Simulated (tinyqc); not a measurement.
Band bending at a free surface with a continuum of surface states, surface photovoltage and Kelvin probe: two steps of the calculation.

n-type bulk, xi = Ec - EF = Vt ln(Nc/Nd), p0 = ni^2/Nd, ni = sqrt(Nc Nv) exp(-Eg/(2 Vt)), Eg in volts. b is the upward band bending, u = b/Vt. Space charge per area, in units of q: Qc = sign(b) sqrt((2 eps0 eps_r Vt/q) [(Nd + dn)(exp(-u) - 1) + Nd u + (p0 + dn)(exp(u) - 1)]), with dn the excess density under light (flat quasi-Fermi levels; 0 in the dark). The states hold -Ds (E0 - xi - b): negative while the Fermi level lies above the neutrality level. Neutrality: Qc + Qf + (charge of the states) = 0.

Parameters, values chosen for the exercise; band and dielectric values close to those of gallium arsenide:
```
symbol,value,unit,meaning
T,300,K,temperature
Eg,1.42,eV,band gap
eps_r,12.8,,relative permittivity
Nc,4.44e17,cm^-3,conduction-band density of states at T
Nv,8.89e18,cm^-3,valence-band density of states at T
Nd,2.6e15,cm^-3,donor density
Qf,0,cm^-2,fixed positive charge at the surface
Ds,4.4e12,cm^-2 eV^-1,density of surface states
E0,0.31,eV,depth of their neutrality level below the conduction edge
dn,7e13,cm^-3,excess carrier density under light
```

Constants: q = 1.602176634e-19 C, kB = 1.380649e-23 J/K, Vt = kB T/q, eps0 = 8.8541878128e-14 F/cm where lengths are in cm. Results are converted to the units shown.

Problem 1. Band bending in the dark. Fixed-point step: b(new) = E0 - xi - (Qc(b) + Qf)/Ds.

b at the start = 0.14 V

Wanted: b after iteration 1.

Solution 1.

b after iteration 1 = 0.16238 V

Problem 2. Surface photovoltage. Under chopped light the surface charge keeps its dark value, so b falls to bL with Qc(bL, dn) = Qc(b, 0); the photovoltage is b - bL. Qc rises with b, so bL follows by bisection.

converged b = 0.16108058 V

Give: bL; photovoltage; share of b removed; excess holes at the surface, dn exp(bL/Vt).

Solution 2.

bL = 0.1111 V
photovoltage = 50.02 mV
share of b removed = 31.05 %
excess holes at the surface, dn exp(bL/Vt) = 5.139e15 cm^-3

Program tinyqc, `OMP_NUM_THREADS=1 python tinyqc.py 2430023 2430024 out.jsonl`; Intel Xeon 2.30GHz, shared host, one thread, about 0.01 s.
